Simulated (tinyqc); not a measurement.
Inside a calculation. Method: Hubbard ring of 3 sites. One step of it, computed by the program tinyqc.

Problem. The many-body Hamiltonian. Basis: all placements (u, d, 2, 0 on each site), up operators ordered before down ones; hops carry the sign of the same-spin electrons passed.

one-body matrix (hopping and site energies) (eV), lower triangle:
```
           1          2         3
1   0.000000
2  -1.730000   0.000000
3  -1.730000  -1.730000  0.000000
```

U = 3.600000 eV

electrons, up and down: 2  1

Give: H.

Solution.

H (eV), lower triangle:
```
         2u0      u20      uud      20u      udu      u02      duu      02u
2u0   3.6000
u20  -1.7300   3.6000
uud  -1.7300  -1.7300   0.0000
20u  -1.7300   0.0000   0.0000   3.6000
udu   0.0000  -1.7300   0.0000  -1.7300   0.0000
u02   0.0000   0.0000  -1.7300  -1.7300  -1.7300   3.6000
duu   1.7300   0.0000   0.0000  -1.7300   0.0000   0.0000   0.0000
02u   0.0000   1.7300   0.0000   0.0000  -1.7300   0.0000  -1.7300   3.6000
0u2   0.0000   0.0000   1.7300   0.0000   0.0000  -1.7300  -1.7300  -1.7300

        0u2
0u2  3.6000
```
